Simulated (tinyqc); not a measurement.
Schottky diode by thermionic emission with image-force lowering and series resistance: one step of the calculation.

Metal on an n-type semiconductor with one parabolic valley; V > 0 is forward bias (metal positive). I = I0 [exp(Vj/(n Vt)) - 1] with Vj = V - I Rs; I0 = S A* T^2 exp(-(phi - dphi)/Vt), the lowering dphi taken at zero bias.

Question. Junction voltage. Newton step for g(Vj) = Vj + Rs I0 [exp(Vj/(n Vt)) - 1] - V = 0: Vj(new) = Vj - g/g', g' = 1 + Rs I0 exp(Vj/(n Vt))/(n Vt).

Inputs (values chosen for the exercise); band and dielectric values close to those of indium phosphide:

| symbol | value | unit | meaning |
|---|---|---|---|
| T | 400 | K | temperature |
| n | 1.2 |  | ideality factor |
| Rs | 1 | ohm | series resistance |
| V | 1.38 | V | applied bias |

Constants: q = 1.602176634e-19 C, kB = 1.380649e-23 J/K, Vt = kB T/q. Results are converted to the units shown.

I0 = 5.4190089e-9 A
Vj at the start = 1.38 V

Find: Vj after iteration 1.

Answer.

Vj after iteration 1 = 1.339 V

tinyqc, about 0.01 s, one thread, Intel Xeon 2.30GHz (shared host): `OMP_NUM_THREADS=1 python tinyqc.py 2640151 2640152 out.jsonl`
